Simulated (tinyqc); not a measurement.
Landau-Devonshire theory of a uniaxial ferroelectric: one step, computed by the program tinyqc. Command: `OMP_NUM_THREADS=1 python tinyqc.py 3029976 3029977 out.jsonl ferro walk`. One thread of a shared host (Intel(R) Xeon(R) Processor @ 2.30GHz), about 0.01 s of CPU time with the checks.

G(P) = (alpha/2) P^2 + (beta*/4) P^4 + (gamma/6) P^6 - E P per volume, SI units, one domain, P along the polar axis, which is normal to the film.

Question. A capacitor with imperfect screening. Between shorted electrodes with screening length lambda each, the depolarising field is -k P, k = 2 lambda/(eps_0 (d + 2 lambda eps_b)), so alpha turns into alpha + k. Ps^2 = [-beta* + sqrt(beta*^2 - 4 alpha gamma)]/(2 gamma). The polar state is the lowest uniform state while alpha + k < 0 (beta* > 0) or < 3 beta*^2/(16 gamma) (beta* < 0); setting the equality gives the critical thickness d_c.

Inputs (values chosen for the exercise, modelled on barium titanate):
```
quantity                       value  unit
Curie-Weiss temperature T0       381     K
temperature T                    308     K
film thickness d                 5.6    nm
screening length lambda         0.04    nm
background permittivity eps_b      5     -
```

Sample: epitaxial film.

alpha = -6.009641e+08 J m/C^2

beta* = 4.987143e+08 J m^5/C^4

Constants: eps_0 = 8.8541878128e-12 F/m.

Give: depolarising coefficient k; polarisation of the film; size of the depolarising field; critical thickness d_c.

Answer.

depolarising coefficient k = 1.506e+09 J m/C^2

polarisation of the film = 0 microcoulomb/cm^2

size of the depolarising field = 0 MV/m

critical thickness d_c = 14.63 nm

The film is thinner than d_c, so the uniform polar state is not the lowest one; a real film may break into domains or be non-polar. Caution: the strain shifts T0 by more than 500 K here, which is beyond the range where constant coefficients hold.
